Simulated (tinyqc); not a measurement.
## Dead time and true rate from two light levels

Inverse problem. A non-paralysable detector measures m = n/(1 + n td); dark counts are negligible. Find td and the true rate at the lower flux.

measured rates at a photon flux and at four times that flux (1/s): 1.0714286e6  3.2432432e6

Answer. 1/m = 1/n + td, so the difference of the inverse rates is 3/(4 n).

td = 100.0 ns
n = 1.200e6 1/s

Computed by the program tinyqc: `OMP_NUM_THREADS=1 python tinyqc.py 2630064 2630065 out.jsonl`, one thread of a shared Intel Xeon 2.30GHz, about 0.01 s for the whole run.
